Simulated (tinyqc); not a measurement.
Length offset and series resistance from crossing lines.

Inverse problem. R_total = Rs + k (L - dL)/Vo with constant Rs, dL and k. Find k, dL and Rs.

R_total at (L, Vo) = (45, 0.32), (135, 0.32), (45, 0.76) and (135, 0.76), L in nm and Vo in V (ohm um): 759.15625  2081.0312  504.90789  1061.4868

Solution. At each overdrive R is a straight line in L with slope k/Vo; the two lines cross at L = dL, R = Rs.

k = 4.700 ohm um V/nm
dL = 15.10 nm
Rs = 320.0 ohm um

Program tinyqc, `OMP_NUM_THREADS=1 python tinyqc.py 2282029 2282030 out.jsonl`; Intel Xeon 2.30GHz, shared host, one thread, about 0.05 s.
